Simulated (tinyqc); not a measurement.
# Illuminated p-n diode, drift-diffusion by the Gummel loop with Scharfetter-Gummel fluxes: Solar-cell figures against the length of the p side

Abrupt junction at x = 0, p side from -Lp, n side to Ln, ohmic contacts. psi is counted from the intrinsic level; n = ni exp((psi - phin)/Vt), p = ni exp((phip - psi)/Vt). Contacts: p side psi = V - Vt ln(Na/ni), p = Na, n = ni^2/Na; n side psi = Vt ln(Nd/ni), n = Nd, p = ni^2/Nd. Constant mobilities, D = mu Vt, Boltzmann statistics, SRH recombination through a mid-gap level, U = (n p - ni^2)/(tp (n + ni) + tn (p + ni)). Current is positive from the p contact to the n contact.

ni = sqrt(Nc Nv) exp(-Eg/(2 Vt)), Eg in volts. Poisson and both continuity equations are solved self-consistently with Scharfetter-Gummel fluxes on a graded mesh of 500 nodes. Jsc = -J(0), collected share Jsc/(q G (Lp + Ln)), estimate q G [W + Le tanh(wp/2 Le) + Lh tanh(wn/2 Lh)] at V = 0 with Le = sqrt(Dn tn), Lh = sqrt(Dp tp), W, wp = Lp - xp and wn = Ln - xn from the depletion approximation; J(Voc) = 0; Vmp maximises -J V; FF = Pmax/(Jsc Voc).

Inputs (values chosen for the exercise); band and dielectric values close to those of In0.53Ga0.47As:
- T = 350 K (temperature)
- Eg = 0.737 eV (band gap)
- eps_r = 13.8 (relative permittivity)
- Nc = 2.67e17 cm^-3 (conduction-band density of states at T)
- Nv = 9.85e18 cm^-3 (valence-band density of states at T)
- Na = 4.8e15 cm^-3 (acceptor density of the p side)
- Nd = 6.7e16 cm^-3 (donor density of the n side)
- mun = 7200 cm^2/(V s) (electron mobility)
- mup = 210 cm^2/(V s) (hole mobility)
- tn = 1e-9 s (SRH lifetime of electrons)
- tp = 4e-7 s (SRH lifetime of holes)
- Ln = 0.42 um (length of the n side)
- G = 2e21 cm^-3 s^-1 (uniform generation rate)

Constants: q = 1.602176634e-19 C, kB = 1.380649e-23 J/K, Vt = kB T/q, eps0 = 8.8541878128e-14 F/cm where lengths are in cm. Results are converted to the units shown.

Solar-cell figures against the length of the p side:
```
Lp (um)  Jsc (mA/cm^2)  collected share (%)  estimate of Jsc (mA/cm^2)  Voc (V)  Vmp (V)     FF  Pmax (mW/cm^2)
2                 44.4                 57.3                       44.9   0.0839   0.0530  0.427            1.59
3.7               70.5                 53.4                       70.2    0.115   0.0766  0.485            3.94
6.9                114                 48.7                        109    0.143   0.0983  0.527            8.60
13                 172                 39.9                        150    0.162    0.113  0.549            15.2
24                 213                 27.2                        167    0.170    0.119  0.552            19.9
```

What does the table show?

As Lp rises from 2 to 24, the collected share falls from 57.3 to 27.2 %, Voc rises from 0.0839 to 0.170 V and FF rises from 0.427 to 0.552. The estimate of Jsc is within 22 % in all rows.

Program tinyqc, `OMP_NUM_THREADS=1 python tinyqc.py 2240003 2240004 out.jsonl`; Intel Xeon 2.30GHz, shared host, one thread, about 0.6 s.
